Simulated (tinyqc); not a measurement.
Inside a calculation. Method: Hueckel theory of the pi electrons, for the molecule C=Cc1ccc(N)c[cH+]c1 (SMILES; centres numbered as the heavy atoms are written). One step of it, computed by the program tinyqc.

Problem. Orbitals. Diagonalise; E = alpha + x beta with beta < 0, so the largest x are filled first; degenerate levels share their electrons. P = sum n_i c_ri c_si; each orbital has its largest coefficient positive (the first on a tie).

Hueckel matrix in units of beta (H = alpha + beta A), lower triangle:
```
,1C,2C,3C,4C,5C,6C,7N,8C,9C,10C
1C,0.000000
2C,1.000000,0.000000
3C,0.000000,1.000000,0.000000
4C,0.000000,0.000000,1.000000,0.000000
5C,0.000000,0.000000,0.000000,1.000000,0.000000
6C,0.000000,0.000000,0.000000,0.000000,1.000000,0.000000
7N,0.000000,0.000000,0.000000,0.000000,0.000000,0.780000,1.670000
8C,0.000000,0.000000,0.000000,0.000000,0.000000,1.000000,0.000000,0.000000
9C,0.000000,0.000000,0.000000,0.000000,0.000000,0.000000,0.000000,1.000000,0.000000
10C,0.000000,0.000000,1.000000,0.000000,0.000000,0.000000,0.000000,0.000000,1.000000,0.000000
```

pi electrons, sum of z_r less the charge = 10

Give: x values; occupations; coefficients; charge and bond-order matrix P.

Solution.

x values: 2.2936  1.9498  1.3616  1.1635  0.7514  -0.3542  -0.5017  -1.1084  -1.8516  -2.0341

occupations: 2.0000  2.0000  2.0000  2.0000  2.0000  0.0000  0.0000  0.0000  0.0000  0.0000

coefficients:
```
,MO1,MO2,MO3,MO4,MO5,MO6,MO7,MO8,MO9,MO10
1C,0.0623,-0.1841,-0.2547,-0.2073,0.5587,0.4845,0.1226,-0.5068,0.0128,0.1884
2C,0.1428,-0.3589,-0.3468,-0.2411,0.4198,-0.1716,-0.0615,0.5617,-0.0237,-0.3832
3C,0.2654,-0.5157,-0.2175,-0.0733,-0.2433,-0.4237,-0.0918,-0.1158,0.0311,0.5911
4C,0.2522,-0.2902,-0.1840,0.4436,-0.2386,0.0331,0.5566,-0.1991,0.2012,-0.4167
5C,0.3132,-0.0500,-0.0330,0.5894,0.0640,0.4120,-0.1875,0.3365,-0.4036,0.2564
6C,0.4661,0.1926,0.1390,0.2423,0.2867,-0.1790,-0.4625,-0.1738,0.5461,-0.1049
7N,0.5830,0.5369,-0.3515,-0.3731,-0.2434,0.0690,0.1661,0.0488,-0.1210,0.0221
8C,0.3010,0.0068,0.4964,-0.0165,0.3413,-0.4024,0.2900,-0.1819,-0.5132,-0.0602
9C,0.2243,-0.1793,0.5369,-0.2615,-0.0302,0.3216,0.3171,0.3754,0.4041,0.2275
10C,0.2135,-0.3565,0.2347,-0.2877,-0.3640,0.2885,-0.4490,-0.2342,-0.2351,-0.4024
```

charge and bond-order matrix P, lower triangle:
```
,1C,2C,3C,4C,5C,6C,7N,8C,9C,10C
1C,0.9155
2C,0.8956,1.0077
3C,0.0922,0.4279,0.8965
4C,-0.2185,-0.0063,0.5642,0.8707
5C,-0.0985,-0.0822,0.1146,0.6915,0.9064
6C,0.1363,0.0224,-0.1868,0.1503,0.5858,0.8290
7N,-0.0634,0.0005,0.0817,-0.1030,-0.1364,0.3321,1.9003
8C,0.1704,0.0314,-0.2268,-0.2122,0.1793,0.6089,-0.1446,0.9077
9C,-0.1049,-0.0788,0.1236,-0.1978,-0.1891,0.1452,-0.0986,0.6537,0.8802
10C,-0.2492,-0.0127,0.5983,0.1467,-0.2319,-0.2212,0.0932,0.1177,0.6481,0.8861
```
